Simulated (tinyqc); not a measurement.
A particle near a wafer in liquid: double-layer and van der Waals forces (DLVO), deposition barrier and removal: one step, computed by the program tinyqc.

Sphere and flat wall, Derjaguin approximation, constant potentials in the linear-superposition form, no retardation and no hydration force.

Question. Barrier and secondary minimum. U(h) = Z R exp(-kappa h) - A R/(6 h); F(h) = -dU/dh = kappa Z R exp(-kappa h) - A R/(6 h^2), positive for repulsion. F = 0 reads x^2 exp(-x) = y with x = kappa h and y = A kappa/(6 Z); the left side peaks at x = 2 with 4/e^2 = 0.5413, so roots exist for smaller y: x < 2 is the barrier, x > 2 the secondary minimum.

Inputs (values chosen for the exercise, of the order of those for silica on silicon in water): particle radius R = 160 nm; Hamaker constant A = 1.4e-20 J; temperature T = 298 K.

kappa = 0.7574546 1/nm

Z = 9.080530 pN

Constants: k_B = 1.380649e-23 J/K.

Give: y; position of the barrier; barrier height; position of the secondary minimum; energy at the secondary minimum.

Answer.

y = 0.1946

position of the barrier = 0.7837 nm

barrier height = 79.26 k_B T

position of the secondary minimum = 6.278 nm

energy at the secondary minimum = -11.41 k_B T

A barrier above 15 k_B T practically stops deposition. The secondary minimum is deep enough to hold particles loosely.
